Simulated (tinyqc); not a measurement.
Inside a calculation. Model: X-ray reflectivity of a thin film on silicon: critical angles, Parratt recursion, fringes and roughness. Computed by tinyqc, a small Python program that keeps every step. Command: `OMP_NUM_THREADS=1 python tinyqc.py 3120859 3120860 out.jsonl xrr walk`. One thread of a shared host (Intel(R) Xeon(R) Processor @ 2.30GHz), about 0.01 s of CPU time with the checks. Intermediate numbers are printed to about 6 digits and carried at full precision; extremes and crossings named in words are read from the listed rows.

n = 1 - delta + i beta; the classical electron radius is r_e = 2.8179403e-6 nm. Layer 0 is vacuum, 1 the film, 2 the substrate.

Inputs (values chosen for the exercise, modelled on a porous low-k film on silicon, copper K-alpha radiation):
```
quantity                                        value     unit
wavelength lambda                             0.15406       nm
film density rho                                 1.32   g/cm^3
effective electrons per unit mass, film         0.515    mol/g
beta/delta, film                                0.011        -
film thickness d                                 39.2       nm
roughness of the surface sigma_1                 0.85       nm
roughness of the interface sigma_2               0.34       nm
substrate density                                2.33   g/cm^3
effective electrons per unit mass, substrate    0.507    mol/g
beta/delta, substrate                           0.023        -
grazing angle theta                              2.34  degrees
```

Constants: N_A = 6.02214076e+23 1/mol.

## Optical constants

delta = r_e lambda^2 rho_e/(2 pi), rho_e = density x electrons per mass x N_A; critical angle sqrt(2 delta), q_c = 4 sqrt(pi r_e rho_e).

Constants:
```
layer      rho_e (1/nm^3)        delta         beta  critical angle (degrees)  q_c (1/nm)
film              409.385  4.35776e-06  4.79354e-08                  0.169149    0.240806
substrate         711.402  7.57263e-06  1.74170e-07                  0.222977    0.317437
```

The film is less dense in electrons than the substrate, so a second edge from the substrate can show.

## Critical angle of the film

The formulas are those given above.

critical angle of the film = 0.169149 degrees

## Reflectivity at one angle

k_j = (2 pi/lambda) sqrt(sin^2 theta - 2 delta_j + 2 i beta_j); r_ij = (k_i - k_j)/(k_i + k_j) x exp(-2 k_i k_j sigma^2) (Nevot-Croce); r = (r_01 + r_12 p)/(1 + r_01 r_12 p), p = exp(2 i k_1 d); R = |r|^2.

k_0, k_1, k_2 (1/nm): 1.66518  1.66083+0.00005i  1.65760+0.00017i

1000 r_01 = 0.0240918-0.0002685i

1000 r_12 = 0.513900-0.020292i

p = -0.165911-0.982331i

reflectivity R = 2.58302e-07

q = 4 pi sin(theta)/lambda = 3.33037 1/nm

## Fringe period, contrast and decay

Far above the critical angle the period is d theta = lambda/(2 d), or 2 pi/d in q; the envelope runs between (|r_01| - |r_12 p|)^2 and (|r_01| + |r_12 p|)^2; contrast = 2 a b/(a^2 + b^2) with a = |r_01|, b = |r_12 p|; roughness factors on the amplitudes are about exp(-q^2 sigma^2/2).

period in theta = 0.112589 degrees

period in q = 0.160285 1/nm

contrast = 0.0938392

roughness factor, surface = 0.0181923

roughness factor, interface = 0.526723

## Thickness from the minima

Minima of R theta^4 are located on 6001 points over 7.5 periods, from 1.15 times the larger critical angle. With refraction, sin^2(theta_m) = 2 delta + m^2 (lambda/(2 d))^2, m integer or half-integer; the first six minima are used, and the first order is the one that minimises the largest residual of the least-squares line plus the distance of its intercept from 2 delta. Without refraction, d = lambda/(2 x mean step of sin theta).

Minima:
```
order m  theta (degrees)  sin^2 theta
2.5             0.329044  3.29806e-05
3.5             0.429389  5.61628e-05
4.5             0.534660  8.70758e-05
5.5             0.642464  1.25729e-04
6.5             0.751675  1.72104e-04
7.5             0.861731  2.26186e-04
```

d with refraction = 39.1855 nm

d without refraction = 41.4291 nm

Against d = 39.2 nm the errors are -0.04 % with and +5.69 % without refraction. The orders are half-integers, as r_01 and r_12 have the same sign for a film less dense than the substrate.

## Which roughness does what

R is averaged over one period above each angle (64 points); contrast = (max - min)/(max + min) of R theta^4 over that period. Cases: smooth; only sigma_1; only sigma_2; both.

Mean R and contrast:
```
theta (degrees)     R smooth  contrast   R, sigma_1  contrast, sigma_1   R, sigma_2  contrast, sigma_2      R, both  contrast, both
0.8              1.67430e-04  0.962545  9.98264e-05        9.70712e-01  1.58437e-04           0.939033  9.09378e-05        0.986623
1.2              3.29366e-05  0.956921  1.39828e-05        7.30190e-01  2.94160e-05           0.891248  1.04460e-05        0.802570
1.8              6.93572e-06  0.955834  2.45472e-06        2.26550e-01  5.58779e-06           0.797182  1.13361e-06        0.350334
2.5              1.83321e-06  0.955684  6.58433e-07        2.19575e-02  1.33072e-06           0.616123  1.44181e-07        0.070522
3.5              4.96164e-07  0.954986  1.75344e-07        3.27566e-04  3.30878e-07           0.333198  9.21901e-09        0.092131
```

At 2.5 degrees sigma_1 alone multiplies the mean R by 0.36 and sigma_2 alone by 0.73; the contrast goes from 0.96 (smooth) to 0.02 and 0.62.

Checks made by the program: smooth bare substrate far above q_c against (q_c/2q)^4 (relative difference 1e-03).
